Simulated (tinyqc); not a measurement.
## Biaxially strained (001) channel, valley splitting in an inversion layer: effect of the temperature

A thin layer grown on a relaxed buffer is stretched in the plane. The two valleys with their long axis along the growth direction (D2) sink against the four in-plane ones (D4); confinement in a triangular well splits them too. Only the lowest subband of each set is kept; one relaxation time, so the weakening of intervalley scattering is left out.

e_par = b1 x, e_perp = -2 (c12/c11) e_par, splitting D = Xu (e_par - e_perp), in-plane stress (c11 + c12 - 2 c12^2/c11) e_par. Levels E(m) = 2.33811 (hbar^2 q^2 F^2/(2 m))^(1/3): E2 = E(ml), E4 = E(mt) + D; N2 = 2 mt kB T/(pi hbar^2), N4 = 4 sqrt(mt ml) kB T/(pi hbar^2). EF solves Ns = N2 ln(1 + exp((EF - E2)/Vt)) + N4 ln(1 + exp((EF - E4)/Vt)); f2 is the share in D2, and 1/mc = f2/mt + (1 - f2)(1/mt + 1/ml)/2. The gain is mc(x = 0)/mc.

Values chosen for this exercise; values close to those of silicon on relaxed silicon-germanium:
```
symbol   value   unit                                meaning
x          0.3         germanium share of the relaxed buffer
b1      0.0418                   lattice mismatch per unit x
c11        169    GPa                       elastic constant
c12       62.6    GPa                       elastic constant
Xu        8.94     eV            shear deformation potential
ml       0.922     m0                      longitudinal mass
mt       0.189     m0                        transverse mass
F         1.08  MV/cm                        confining field
Ns      9.3e11  cm^-2                      inversion density
```

Constants: q = 1.602176634e-19 C, kB = 1.380649e-23 J/K, hbar = 1.054571817e-34 J s, m0 = 9.1093837015e-31 kg, Vt = kB T/q, hbar^2/(2 m0) = 0.0380998212 eV nm^2. Results are converted to the units shown.

The same in every row: D (meV) = 195.2.

Effect of the temperature:
```
T (K)  f2 without strain      f2  mc (m0)   gain
150               0.9997   1.000   0.1890  1.000
195               0.9973   1.000   0.1890  1.001
240               0.9894   1.000   0.1890  1.004
285               0.9732   1.000   0.1890  1.011
330               0.9480  0.9999   0.1890  1.021
375               0.9153  0.9998   0.1890  1.035
420               0.8776  0.9994   0.1890  1.051
465               0.8374  0.9985   0.1891  1.068
```

What does the table show?

As T goes from 150 to 465 K, f2 stays near 1.00 (without strain: it falls from 1.00 to 0.837) and the gain rises from 1.00 to 1.07.

Computed by the program tinyqc: `OMP_NUM_THREADS=1 python tinyqc.py 2530019 2530020 out.jsonl`, one thread of a shared Intel Xeon 2.30GHz, about 0.01 s for the whole run.
